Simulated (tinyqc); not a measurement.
Thermionic-field emission through a Schottky barrier, WKB: two steps of the calculation.

Metal on an n-type semiconductor with one parabolic valley; V > 0 is forward bias (metal positive). Energies E are counted from the conduction edge of the neutral semiconductor, whose Fermi level lies at -xi; that of the metal lies at -xi - V. The barrier is a parabola of height Vd = phi - xi - V (depletion approximation, no image force).

Values chosen for this exercise; band and dielectric values those of a made-up semiconductor: temperature T = 300 K; electron mass me = 0.0818 m0; relative permittivity eps_r = 13.1; barrier height seen from the metal phi = 0.64 eV; donor density Nd = 2.6e18 cm^-3; bias V = 0.25 V; points of the energy grid nE = 15; upper end of the energy grid Eb = 0.54 eV.

Constants: q = 1.602176634e-19 C, kB = 1.380649e-23 J/K, hbar = 1.054571817e-34 J s, h = 6.62607015e-34 J s, m0 = 9.1093837015e-31 kg, Vt = kB T/q, eps0 = 8.8541878128e-14 F/cm where lengths are in cm. Results are converted to the units shown.

Task 1. Fermi level, barrier and E00. Nc = 2 (2 pi me m0 kB T/h^2)^1.5 (times 1e-6 for cm^-3); Nd = Nc F12(-xi/Vt), F12(x) = (2/sqrt(pi)) int_0^infinity sqrt(u)/(1 + exp(u - x)) du; E00 = (hbar/2) sqrt(Nd/(me m0 eps0 eps_r)) in SI units (volts). W = sqrt(2 eps0 eps_r Vd/(q Nd)).

Find: Nc; xi; Vd; W; E00; E00/Vt.

Result 1.

Nc = 5.871e17 cm^-3
xi = -0.07673 eV
Vd = 0.4667 V
W = 16.12 nm
E00 = 28.92 meV
E00/Vt = 1.119

By a common rule of thumb, E00/Vt below 0.5 marks thermionic emission, 0.5 to 5 thermionic-field emission and above 5 field emission. By that rule alone: thermionic-field emission; with a high barrier, tunnelling near its top can carry most of the current even below 0.5.

Task 2. Current density on a coarse grid. For E < Vd, ln T(E) = -(Vd/E00) [sqrt(1 - y) - y ln((1 + sqrt(1 - y))/sqrt(y))], y = E/Vd; T(E) = 1 above. J = A* T (q/kB) int_0^infinity T(E) N(E) dE, N = ln[(1 + exp((-xi - E)/Vt))/(1 + exp((-xi - V - E)/Vt))], A* = 4 pi q me m0 kB^2/h^3 (times 1e-4 for A/(cm^2 K^2)). Simpson's rule on nE equally spaced points from 0 to Eb.

xi = -0.076731963 eV
Vd = 0.46673196 V
E00 = 28.920226 meV

Wanted: E; T(E); N; T(E) N; J.

Result 2.

| point | E (eV) | T(E) | N | T(E) N |
|---|---|---|---|---|
| 0 | 0.0000 | 9.797e-8 | 3.017 | 2.956e-7 |
| 1 | 0.0386 | 2.501e-6 | 1.682 | 4.206e-6 |
| 2 | 0.0771 | 2.460e-5 | 0.6852 | 1.686e-5 |
| 3 | 0.1157 | 1.654e-4 | 0.2000 | 3.307e-5 |
| 4 | 0.1543 | 8.568e-4 | 0.04859 | 4.163e-5 |
| 5 | 0.1929 | 0.003614 | 0.01114 | 4.024e-5 |
| 6 | 0.2314 | 0.01279 | 0.002516 | 3.218e-5 |
| 7 | 0.2700 | 0.03870 | 5.664e-4 | 2.192e-5 |
| 8 | 0.3086 | 0.1010 | 1.274e-4 | 1.288e-5 |
| 9 | 0.3471 | 0.2285 | 2.866e-5 | 6.549e-6 |
| 10 | 0.3857 | 0.4460 | 6.446e-6 | 2.875e-6 |
| 11 | 0.4243 | 0.7403 | 1.450e-6 | 1.073e-6 |
| 12 | 0.4629 | 0.9919 | 3.261e-7 | 3.235e-7 |
| 13 | 0.5014 | 1.000 | 7.335e-8 | 7.335e-8 |
| 14 | 0.5400 | 1.000 | 1.650e-8 | 1.650e-8 |

J = 282.6 A/cm^2

The integrand peaks at E = 0.154 eV among these points, 0.33 of the barrier height.

Range of the model: The depletion approximation, a parabolic band and the neglect of image-force lowering make these currents estimates at high doping.

tinyqc, about 0.03 s, one thread, Intel Xeon 2.30GHz (shared host): `OMP_NUM_THREADS=1 python tinyqc.py 2640060 2640061 out.jsonl`
